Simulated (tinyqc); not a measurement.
Hubbard chain of 6 sites, step by step. Computed by tinyqc, a small Python program that keeps every step. Settings: hopping = 0.82, U = 7.1, mixing = 0.2, iteration cap = 84. Command: `OMP_NUM_THREADS=1 python tinyqc.py 23529 23530 out.jsonl` (the two numbers bound the seeds that draw the settings). One thread of a shared host (Intel(R) Xeon(R) Processor @ 2.60GHz), about 0.2 s of CPU time with the checks. Later iterations appear only in the table of the cycle.

## Mean-field iteration 1

one-body matrix (hopping and site energies) (eV):
```
           1          2          3          4          5          6
1   0.510000  -0.820000   0.000000   0.000000   0.000000   0.000000
2  -0.820000   0.070000  -0.820000   0.000000   0.000000   0.000000
3   0.000000  -0.820000   0.960000  -0.820000   0.000000   0.000000
4   0.000000   0.000000  -0.820000  -0.910000  -0.820000   0.000000
5   0.000000   0.000000   0.000000  -0.820000  -0.250000  -0.820000
6   0.000000   0.000000   0.000000   0.000000  -0.820000   0.800000
```

U = 7.100000 eV

electrons, up and down: 3  2

mixing = 0.200000

n(up) at the start (a guess, not normalised): 1 0.950000, 2 0.050000, 3 0.950000, 4 0.050000, 5 0.950000, 6 0.050000

n(down) at the start (a guess): 1 0.000000, 2 0.783000, 3 0.000000, 4 0.783000, 5 0.000000, 6 0.783000

H(up) = T + U n(down), H(down) = T + U n(up); fill the lowest levels; n(new) = n + mixing (n(out) - n); E = tr T (rho up + rho down) + U sum n_up n_down of the output.

levels, up (eV): -0.493139  0.338828  0.727586  4.911186  5.907631  6.465809

levels, down (eV): -0.738726  0.246911  1.040143  6.701646  7.335493  7.894534

energy = -0.543033 eV

n(up) after iteration 1: 1 0.955540, 2 0.049232, 3 0.947890, 4 0.051808, 5 0.952746, 6 0.042784

n(down) after iteration 1: 1 0.002666, 2 0.821435, 3 0.004071, 4 0.821304, 5 0.002782, 6 0.626943

## Mean-field iteration 2

As before.

levels, up (eV): -0.484430  0.368186  0.763264  5.123046  5.424122  6.168133

levels, down (eV): -0.726377  0.242100  0.990546  6.719393  7.372696  7.881642

energy = -0.582863 eV

n(up) after iteration 2: 1 0.960337, 2 0.047890, 3 0.947246, 4 0.052164, 5 0.954175, 6 0.038188

n(down) after iteration 2: 1 0.004766, 2 0.852207, 3 0.007344, 4 0.851892, 5 0.005012, 6 0.502139

## Convergence

Each step fills the lowest levels of T + U n(other spin) and sets n(new) = n + mixing (n(out) - n); stop when output and input agree to 1e-8.

Course of the cycle:
```
iteration       E (eV)  largest |n(out) - n(in)|  mean |n_up - n_down|
1          -0.54303262                  7.80e-01              0.781496
2          -0.58286260                  6.24e-01              0.784479
3          -0.61999981                  4.99e-01              0.786682
4          -0.65527682                  3.99e-01              0.788363
5          -0.68842362                  3.19e-01              0.789676
6          -0.71872362                  2.56e-01              0.790716
7          -0.74545288                  2.05e-01              0.791547
8          -0.76815392                  1.64e-01              0.792206
9          -0.78674370                  1.31e-01              0.792721
10         -0.80148044                  1.05e-01              0.793114
11         -0.81284894                  8.43e-02              0.793402
...                ...                       ...                   ...
74         -0.84433574                  9.55e-06              0.792754
75         -0.84433574                  8.10e-06              0.792754
76         -0.84433574                  6.88e-06              0.792754
77         -0.84433574                  5.83e-06              0.792754
78         -0.84433574                  4.95e-06              0.792754
79         -0.84433574                  4.20e-06              0.792754
80         -0.84433574                  3.57e-06              0.792754
81         -0.84433574                  3.03e-06              0.792754
82         -0.84433574                  2.57e-06              0.792754
83         -0.84433574                  2.18e-06              0.792754
84         -0.84433574                  1.85e-06              0.792754
```

Not converged within 84 iterations: the residual falls steadily but slowly, by a factor of about 0.85 a step. The lowest mean-field energy found from random starts is -1.06934 eV. Reruns (cap 100 unless said): mixing 0.5: converged in 41 to a higher stationary point (E = -0.84434); mixing 0.9: converged in 18 to a higher stationary point (E = -0.84434); the original settings with a cap of 400: converged in 117 to a higher stationary point (E = -0.84434).

## Exact diagonalisation (300 states)

Lowest levels of the sector, and the double occupancy of the lowest state.

lowest levels (eV): -1.634889  -1.359688  -1.245352  -1.215973  -1.097473  -1.060497

double occupancy per site = 0.022163

## The lowest level by Lanczos steps

From a random start vector (not printed): a_j = <q_j|H|q_j>, b_j = norm of the remainder after orthogonalising; the Ritz value is the lowest eigenvalue of the tridiagonal matrix of a and b so far.

Lanczos:
```
j   a_j (eV)  b_j (eV)  lowest Ritz value (eV)
1   5.990702  5.682884              5.99070233
2   7.565487  5.983423              1.04092171
3   9.130658  4.296471             -0.79778952
4   8.833051  5.274622             -1.17395151
5   8.210308  5.271975             -1.34650906
6   8.874420  5.136297             -1.45266338
7   9.164794  5.709594             -1.51313046
8   9.077511  5.108017             -1.55895747
9   8.654111  4.625292             -1.59012572
10  8.566993  5.059894             -1.60584408
```
